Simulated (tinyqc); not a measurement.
Inside a calculation: valley splitting of a silicon quantum well in envelope theory. Values are carried at full precision from step to step, so a last printed digit may differ when a step is redone from the rounded ones.

Constants: hbar^2/2m0 = 3.80998211 eV angstrom^2; kB = 8.617333262e-05 eV/K.

Inputs chosen for the exercise (near those of a strained Si well in SiGe; not measured data): k0 = 0.841 2 pi/a (valley position); a = 5.431 angstrom (lattice constant); ml = 0.924 m0 (mass along z); F = 8.5 mV/nm (field pressing towards the upper interface); w = 1 angstrom (interface width parameter); L = 32 angstrom (well width); V0 = 0.14 eV (conduction offset); C0 = 0.267 (Bloch overlap factor); Yb = 0.23 (Ge share of the barrier); Yw = 0.05 (Ge share of the well); ad = 180 angstrom (dot radius).

## Wave number and lengths

q = 2 k0 (2 pi/a), its wavelength, the field length (c/(ml e F))^(1/3) with c = hbar^2/2m0 and 1 mV/nm = 1e-4 eV/angstrom, and the damping factor y/sinh(y), y = pi q w, of a step smoothed as 1/(1 + exp(z/w)).

q = 1.9459 1/angstrom
wavelength = 3.229 angstrom
field length = 16.9 angstrom
damping factor = 0.0271

## The envelope

The well lies at 0 < z < L; U(z) = V0 [1/(1 + exp(z/w)) + 1/(1 + exp((L - z)/w))] - e F z, 1 mV/nm = 1e-4 eV/angstrom. The envelope psi solves -(c/ml) psi'' + U psi = E psi, c = hbar^2/2m0, by three-point differences on a grid of 0.1 angstrom from -40 to L + 40 angstrom. The two valleys at +/- k0 couple through D = C0 times the integral of exp(-i q z) U(z) psi^2, q = 2 k0 (2 pi/a), and split by Ev = 2|D|.

Two lowest levels, mean position, and psi^2 at both interfaces.

levels (meV): 8.47  70.61

<z> = 17.8 angstrom
psi^2 at z = 0 and L (1/angstrom): 0.00439  0.0102

The field makes psi^2 at the upper interface 2.32 times that at the lower one. The orbital spacing is 62.1 meV.

## Contributions to the coupling

Split D into the lower barrier, the upper barrier and the field term.

Parts of D (micro-eV):
```
part            real  imaginary   size
lower barrier  2.310      1.186  2.597
upper barrier  5.976     -0.347  5.986
field term     0.023     -0.001  0.023
```

## Valley splitting and phase

The inter-valley coupling D is the sum of the complex parts; Ev = 2|D|, the valley phase is arg D, and kB T equals Ev at T = Ev/kB.

Ev = 16.7 micro-eV
phase = 0.10 rad
T = 0.19 K

The upper barrier gives the largest part.

## Alloy disorder

Random alloy: with Y(z) = Yw + (Yb - Yw) B(z), B the bracket in U, and in-plane density exp(-r^2/ad^2)/(pi ad^2), D gains a random complex part of variance sigma^2 = (C0^2/pi)(a^2 V0/(8 ad (Yb - Yw)))^2 (4/a) times the integral of psi^4 Y (1 - Y). Alone it gives a mean splitting sqrt(pi) sigma; together with the smooth part the rms splitting is 2 sqrt(|D|^2 + sigma^2).

Give the integral, sigma, the mean splitting from disorder alone and the rms total.

integral = 0.00168 1/angstrom
sigma = 84.5 micro-eV
sqrt(pi) sigma = 149.7 micro-eV
rms splitting = 169.8 micro-eV

|D|/sigma = 0.10: disorder dominates, so the splitting scatters from dot to dot down to zero.

## Checks

- Lowest level for sharp walls and no field against the square well, meV: both 21.8.
- Size of one barrier part in that case against C0 V0 psi(0)^2/sqrt(q^2 + 4 kappa^2), micro-eV: both 1.3e+02.

tinyqc: `OMP_NUM_THREADS=1 python tinyqc.py 1281602 1281603 out.jsonl`; about 0.08 s, one thread, shared Intel(R) Xeon(R) Processor @ 2.30GHz.
